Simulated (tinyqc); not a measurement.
# Valence-band offset from core levels (Kraut method), with the dipole against the affinity rule, step by step

Computed by the program tinyqc: `OMP_NUM_THREADS=1 python tinyqc.py 2410120 2410121 out.jsonl`, one thread of a shared Intel Xeon 2.30GHz, about 0.01 s for the whole run. Printed values are rounded.

Binding energies are counted downwards from the Fermi level. dEv > 0 means that the valence edge of B lies below that of A, dEc > 0 that the conduction edge of B lies above that of A; dEc + dEv = EgB - EgA. The spectra are made-up values treated as data.

Inputs (values chosen for the exercise); gaps and affinities close to those of gallium nitride (A) and zirconium oxide (B):
- EgA = 3.46 eV (gap of the substrate A)
- EgB = 5.83 eV (gap of the overlayer B)
- chiA = 4.12 eV (electron affinity of A)
- chiB = 2.55 eV (electron affinity of B)
- cA = 87.16 eV (core level of bare A)
- cB = 64.84 eV (core level of thick B)
- vB = 3.03 eV (valence-band maximum of thick B)
- ei = 6.4 (relative permittivity inside the dipole layer)
- dd = 0.17 nm (thickness of the dipole layer)
- iA = 87.51 eV (core level of A under a thin film of B)
- iB = 65.67 eV (core level of B in that thin film)
- bg = 38 (background counts in the gap)

Constants: q = 1.602176634e-19 C, eps0 = 8.8541878128e-14 F/cm where lengths are in cm. Results are converted to the units shown.

## Valence-band maximum of bare A

| point | binding energy (eV) | counts on the leading edge |
|---|---|---|
| 0 | 2.68 | 388 |
| 1 | 2.8 | 556 |
| 2 | 2.92 | 724 |
| 3 | 3.04 | 892 |
| 4 | 3.16 | 1060 |
| 5 | 3.28 | 1228 |

Fit a straight line to the leading edge by least squares; the maximum vA lies where it meets the background.

slope = 1400 counts/eV
intercept = -3364 counts
vA = 2.43 eV

## Offsets

dEv = (iB - iA) - (cB - vB) + (cA - vA), dEc = EgB - EgA - dEv.

cA - vA = 84.73 eV
cB - vB = 61.81 eV
iB - iA = -21.84 eV
dEv = 1.08 eV
dEc = 1.29 eV

The alignment is type I (straddling). Both offsets exceed 1 eV, the usual requirement for a gate dielectric. A rigid shift of all levels, by charging or doping, cancels in the differences.

## Interface dipole

The affinity rule gives dEc(0) = chiA - chiB; the dipole step is D = dEc - dEc(0), and two sheets of opposite charge dd apart hold N = eps0 ei |D|/(q dd).

dEc(0) = 1.57 eV
D = -0.28 eV
N = 5.82542e13 cm^-2
field in the dipole layer = 16.4706 MV/cm

N is 0.083 elementary charges for each of about 7e14 surface atoms per cm^2.
